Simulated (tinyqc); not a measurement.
Inside a calculation: localisation in a chain with random site energies (transfer matrices). Values are carried at full precision from step to step, so a last printed digit may differ when a step is redone from the rounded ones.

Hopping -t; leads with site energy 0, E = -2t cos(ka). psi_(j+1) = ((e_j - E)/t) psi_j - psi_(j-1), a product of matrices M_j = [[(e_j - E)/t, -1], [1, 0]]. For M = M_N ... M_1 the transmission is T = 4 sin^2(ka)/|M21 - M12 + M22 exp(ika) - M11 exp(-ika)|^2. Long samples draw e_j = W (x_j/2147483647 - 1/2) from x_j = 16807 x_(j-1) mod 2147483647, starting at x0. The localisation length xi, in sites, is defined by ln T = -2N/xi on average; weak disorder gives xi = 24 (4t^2 - E^2)/W^2, and the mean free path for backscattering is xi/2.

Inputs chosen for the exercise:
```
symbol  value                                                        unit      meaning
t       1.56                                                         eV        hopping
E       -1.24                                                        eV        energy
e       (-0.58, -0.88, -0.39, 0.08, 0.89, 0.82, -0.85, 0.59, -0.43)  eV        site energies of the short sample
W       2.34                                                         eV        full width of the disorder
a       4                                                            angstrom  spacing
```

## The product of transfer matrices

Multiply site by site and give T for each length.

Running product:
```
j  (e_j - E)/t      M11      M12      M21      M22       T
1       0.4231   0.4231  -1.0000   1.0000   0.0000  0.9606
2       0.2308  -0.9024  -0.2308   0.4231  -1.0000  0.9832
3       0.5449  -0.9148   0.8743  -0.9024  -0.2308  0.9997
4       0.8462   0.1283   0.9705  -0.9148   0.8743  0.9992
5       1.3654   1.0900   0.4509   0.1283   0.9705  0.9074
6       1.3205   1.3110  -0.3751   1.0900   0.4509  0.8691
7       0.2500  -0.7622  -0.5447   1.3110  -0.3751  0.6569
8       1.1731  -2.2052  -0.2638  -0.7622  -0.5447  0.5268
9       0.5192  -0.3828   0.4077  -2.2052  -0.2638  0.4857
```

T is 0.4857 for the whole sample and does not fall steadily (it rises at j = 2 and 3): reflected waves interfere. The determinant of M stays 1.

## The same sites added without interference

One site alone reflects R_j = e_j^2/(e_j^2 + 4t^2 - E^2); incoherent addition sums R/(1 - R), and T = 1/(1 + sum).

R_j: 0.0394  0.0863  0.0182  0.0008  0.0881  0.0758  0.0810  0.0407  0.0221

sum of R/(1 - R) = 0.4867
T without interference = 0.6726

The coherent product gives 0.4857 for this sample.

## Weak-disorder lengths

Form ka, xi, xi a and the mean free path xi a/2.

ka = 1.1621 rad
xi = 35.93 sites

lengths (nm): localisation 14.371, mean free path 7.185

The formula needs xi well above one site.

## Checks

- T from the product against the Green function: both 0.48573.

Run: tinyqc, `OMP_NUM_THREADS=1 python tinyqc.py 1480244 1480245 out.jsonl`; Intel(R) Xeon(R) Processor @ 2.30GHz, one thread, shared host; about 0.08 s of CPU time with all checks.
